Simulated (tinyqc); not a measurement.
Square on-chip spiral inductor, lumped pi model: one step of the calculation.

Outer diameter do = di + 2 n wd + 2 (n - 1) sp, mean da = (do + di)/2, fill p = (do - di)/(do + di), length l = 4 n da. L = 2.34 mu0 n^2 da/(1 + 2.75 p), mu0 = 4 pi 1e-7 H/m. Rs = rho l/(wd delta (1 - exp(-th/delta))), delta = sqrt(rho/(pi f mu0)). Cs = n wd^2 eps0 eo/hu across the coil. At each end Cox = l wd eps0 eo/(2 ho) leads to the substrate branch Rsi = 2 rs he/(l wd) in parallel with Csi = l wd eps0 11.7/(2 he). With one end grounded Y = 1/(Rs + i w L) + i w Cs + 1/[1/(i w Cox) + 1/(1/Rsi + i w Csi)], w = 2 pi f; Q = -Im Y/Re Y. Eddy currents in neighbouring turns and in the substrate are left out.

Task. Admittance, quality factor and apparent inductance. Series branch 1/(Rs + i w L), substrate branch, total Y, Q = -Im Y/Re Y, apparent inductance Im(1/Y)/w, metal-only value w L/Rs, share of the loss in the substrate Re(substrate branch)/Re Y.

Values chosen for this exercise: frequency f = 1.3 GHz.

L = 2.3956168 nH
Rs = 1.3482075 ohm
Cs = 53.125127 fF
Cox = 147.79683 fF
Rsi = 138.24885 ohm
Csi = 74.932991 fF

Find: series branch; substrate branch; Y; Q; apparent inductance; w L/Rs; share of the loss in the substrate.

Result.

series branch = 3.504-50.863i mS
substrate branch = 0.1895+1.1596i mS
Y = 3.694-49.270i mS
Q = 13.338
apparent inductance = 2.4709 nH
w L/Rs = 14.514
share of the loss in the substrate = 5.1299 %

Q is 91.9 % of the metal-only value.

Program tinyqc, `OMP_NUM_THREADS=1 python tinyqc.py 2302241 2302242 out.jsonl`; Intel Xeon 2.30GHz, shared host, one thread, about 0.01 s.
